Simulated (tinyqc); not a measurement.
Worked calculation: classical Heisenberg spin chain: exact results, Metropolis, heat-bath and over-relaxation steps, and a Monte Carlo run. Computed by tinyqc, a small Python program that keeps every step. Command: `OMP_NUM_THREADS=1 python tinyqc.py 3130192 3130193 out.jsonl heismc walk`. One thread of a shared host (Intel(R) Xeon(R) Processor @ 2.30GHz), about 0.2 s of CPU time with the checks. Intermediate numbers are printed to about 5 digits and carried at full precision; extremes and crossings named in words are read from the listed rows.

E = -J sum_i s_i . s_(i+1) for unit vectors s_i on an open chain; K = J/(k_B T).

Inputs (values chosen for the exercise, for a model chain of large moments):

| quantity | value | unit |
|---|---|---|
| coupling J | 25 | meV |
| temperature T | 106 | K |
| moment mu | 5 | mu_B |
| length N of the open chain | 24 | - |
| seed | 383855 | - |

Update: heat bath with over-relaxation.

Constants: k_B = 8.617333262e-05 eV/K; mu_B = 5.7883818060e-05 eV/T.

## Exact results

Each bond angle is independent, so u = <s_i . s_(i+1)> = coth K - 1/K, <s_i . s_(i+n)> = u^n, correlation length xi = -1/ln|u|, energy per bond -J u, heat capacity per bond c/k_B = 1 - K^2/sinh^2 K, and for the long chain chi = mu^2 (1 + u)/(3 k_B T (1 - u)) per spin.

K = 2.7369

u = 0.64305

xi = 2.2648 sites

energy per bond = -16.076 meV

heat capacity = 0.87324 k_B/bond

chi over the Curie value = 4.6030

chi = 0.24308 mu_B/T per spin

## Finite chain

For N spins, <|sum s|^2>/N = (1 + u)/(1 - u) - 2 u (1 - u^N)/(N (1 - u)^2); the long chain has (1 + u)/(1 - u), chi over the Curie value, and the difference is relative to it.

<|sum s|^2>/N = 4.1825

difference from the long chain = -9.1368 %

## Four single-spin steps

four neighbouring spins (rows; components x, y, z):
```
         1        2       3
1  -0.0320  -0.1869  0.9819
2   0.2019  -0.3271  0.9232
3   0.2587   0.3630  0.8952
4   0.7513   0.2832  0.5961
```

random numbers, one row a step:
```
        1       2       3
1  0.9508  0.5966  0.9233
2  0.0770  0.4132  0.6602
3  0.8196  0.2643  0.9009
4  0.1441  0.3208  0.2737
```

The given spins are first normalised. Spins 2 and 3 are updated in turn, with h = K (sum of the two neighbours). Heat bath: cos(theta) = 1 + ln(1 - r1 (1 - exp(-2 |h|)))/|h| about n = h/|h|, azimuth 2 pi r2 = phi in the frame a = n x z/|n x z|, b = n x a: s = n cos(theta) + sin(theta)(a cos(phi) + b sin(phi)); r1, r2 are the first two numbers of the row. Steps 2 and 4 are reflections, s -> 2 (s . h) h/|h|^2 - s, which keep the energy and use no random number.

Steps:

| spin | \|h\| | h . s before | h . s after | move | x | y | z |
|---|---|---|---|---|---|---|---|
| 2 | 5.1970 | 4.7102 | 2.1857 | heat bath | -0.81091 | 0.31372 | 0.49397 |
| 3 | 3.4054 | 3.2215 | 3.2215 | reflection | -0.34933 | 0.54470 | 0.76241 |
| 2 | 4.9838 | 3.5117 | 3.2715 | heat bath | -0.70862 | 0.57208 | 0.41301 |
| 3 | 3.6223 | 3.3399 | 3.3399 | reflection | 0.40880 | 0.64701 | 0.64363 |

## A run and its error bars

From the ordered state (alternating for J < 0), with each spin drawn from exp(h . s), h = K x sum of neighbours, 200 sweeps are discarded and 1600 recorded (even and odd sites in turn, each heat-bath sweep followed by two sweeps of reflections; random numbers not printed, so these rows are one sample). Errors are the scatter of block means over sqrt(number of blocks).

Blocking:

| block length | mean bond product | error | <\|sum s\|^2>/N | error |
|---|---|---|---|---|
| 1 | 0.64480 | 0.0017559 | 4.1388 | 0.070223 |
| 4 | 0.64480 | 0.0020132 | 4.1388 | 0.070796 |
| 16 | 0.64480 | 0.0020870 | 4.1388 | 0.066315 |
| 40 | 0.64480 | 0.0023785 | 4.1388 | 0.067807 |
| 80 | 0.64480 | 0.0027450 | 4.1388 | 0.073520 |

With blocks of 40 the bond product is 0.7 error bars from the exact u = 0.6431, and <|sum s|^2>/N is 0.6 from the exact 4.182. Blocking to 40 changes the two errors by factors 1.4 and 1.0.

Checks made by the program: c against a difference of the energy (relative difference 8e-10).
